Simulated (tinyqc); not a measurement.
Inside a calculation. Model: admittance spectroscopy and thermally stimulated current of one trap level in a depletion layer. Computed by tinyqc, a small Python program that keeps every step. Command: `OMP_NUM_THREADS=1 python tinyqc.py 3112835 3112836 out.jsonl admit walk`. One thread of a shared host (Intel(R) Xeon(R) Processor @ 2.30GHz), about 0.01 s of CPU time with the checks. Intermediate numbers are printed to about 6 digits and carried at full precision; extremes and crossings named in words are read from the listed rows.

A Schottky junction on n-type material holds one donor-like electron trap; shallow donors are fully ionised and abrupt depletion edges are assumed.

Inputs (values chosen for the exercise, modelled on n-type beta-Ga2O3):
```
quantity                         value    unit
dielectric constant eps           10.1       -
density-of-states mass m         0.276     m_0
shallow doping N               3.9e+16  1/cm^3
trap density N_t               6.4e+15  1/cm^3
trap depth E_t below the band    0.367      eV
capture cross section sigma    2.4e-17    cm^2
band bending V_b                   1.4       V
test frequency f                   600      Hz
heating rate beta                  0.1     K/s
```

Constants: k_B = 1.380649e-23 J/K; m_0 = 9.1093837015e-31 kg; h = 6.62607015e-34 J s; k_B = 8.617333262e-05 eV/K; eps_0 = 8.8541878128e-12 F/m; e = 1.602176634e-19 C.

## Temperature of the peak

N_c = 2 (2 pi m k_B T/h^2)^(3/2), v_th = sqrt(3 k_B T/m), emission rate e_n = sigma v_th N_c exp(-E_t/(k_B T)). Where the level crosses the Fermi level capture equals emission, so the trap follows the signal with the rate 2 e_n; G/omega peaks at omega = 2 e_n (the correction for large N_t/N is left out). Solve 2 e_n(T_p) = 2 pi f.

peak temperature T_p = 306.640 K

N_c at T_p = 3.76008e+18 1/cm^3

e_n at T_p = 1884.96 1/s

E_c - E_F = k_B T_p ln(N_c/N) = 0.120722 eV

## The capacitance step

With E_c - E_F = k_B T_p ln(N_c/N): lambda = sqrt(2 eps eps_0 (E_t - (E_c - E_F))/(e^2 N)); traps are empty and charged for x < x_t = w - lambda, and V_b = e (N w^2 + N_t x_t^2)/(2 eps eps_0). High frequency: C_hf = eps eps_0/w. Low frequency: C_lf = eps eps_0 (N + N_t)/(N w + N_t x_t).

lambda = 83.9605 nm

depletion width w = 195.058 nm

crossing point x_t = 111.098 nm

C_hf = 45.8465 nF/cm^2

C_lf = 48.8081 nF/cm^2

step (C_lf - C_hf)/C_hf = 0.0645983

small-N_t estimate (N_t/N)(lambda/w) = 0.0706360

Reading N_t/N straight from the step would give 0.0646 against the true 0.164: the factor lambda/w must be known.

## Scan in temperature at fixed frequency

With x = omega/(2 e_n): C = C_hf + (C_lf - C_hf)/(1 + x^2), G/omega = (C_lf - C_hf) x/(1 + x^2); C_hf and C_lf are held at their values at T_p.

Admittance:
```
T (K)  omega/(2 e_n)  C (nF/cm^2)  G/omega (nF/cm^2)
269.8        8.60582      45.8860            0.33955
282.1        3.95514      46.0244            0.70381
291.3        2.30258      46.3165            1.08211
300.5        1.38297      46.8633            1.40623
306.6        1.00207      47.3242            1.48080
312.8        0.73104      47.7766            1.41099
322.0        0.46754      48.2768            1.13628
334.2        0.26781      48.6099            0.74007
349.6        0.13961      48.7515            0.40555
```

The peak of G/omega is half the step, 1.48 nF/cm^2. Its full width is near 2 ln(2 + sqrt3) k_B T_p^2/(E_t + 2 k_B T_p) = 50.8 K.

## Arrhenius plot

T_p for 0.1, 0.3, 1, 3 and 10 f; least-squares lines of ln(e_n/T^2) and of ln(e_n) against 1/(k_B T), e_n = pi f; sigma = exp(intercept)/(v_th N_c/T^2).

Peaks:
```
f (Hz)  T_p (K)  1/(k_B T) (1/eV)  ln(e_n/T^2)  ln(e_n)
60      267.540           43.3748     -5.93947  5.23907
180     284.949           40.7249     -4.96693  6.33769
600     306.640           37.8441     -3.90969  7.54166
1800    329.307           35.2393     -2.95371  8.64027
6000    358.009           32.4141     -1.91687  9.84424
```

depth from e_n/T^2 = 0.367 eV

cross section from the intercept = 2.40e-17 cm^2

depth without the T^2 = 0.420075 eV

Leaving out T^2 adds 53 meV, near 2 k_B T_p = 53 meV.

## Thermally stimulated current

Thermally stimulated current without retrapping: filled share n(T) = exp(-(1/beta) int e_n dT), current proportional to e_n n; the peak obeys beta (E_t/(k_B T^2) + 2/T) = e_n(T). The integral starts at 0.5 T_m and uses 4000 trapezoid steps to 1.2 T_m. Chen's first-order estimate from the full width W = T_2 - T_1 between the half-height points: E = 2.52 k_B T_m^2/W - 2 k_B T_m.

peak temperature T_m = 173.961 K

lower half-height T_1 = 165.072 K

upper half-height T_2 = 180.392 K

filled share at T_m = 0.392928

E_t/(k_B T_m) = 24.4817

symmetry factor (T_2 - T_m)/(T_2 - T_1) = 0.419767

depth by Chen's formula = 0.398980 eV

The slow ramp empties the trap at 174 K, far below the admittance peak at 307 K, since the rate asked for is 0.015 per second instead of 1900. Chen's formula, made for a constant prefactor, gives 32 meV more than E_t.

Checks made by the program: C_lf against dQ/dV by differences (relative difference below 1e-10); depth recovered (relative difference below 1e-10); peak of the integrated curve (relative difference 3e-05).
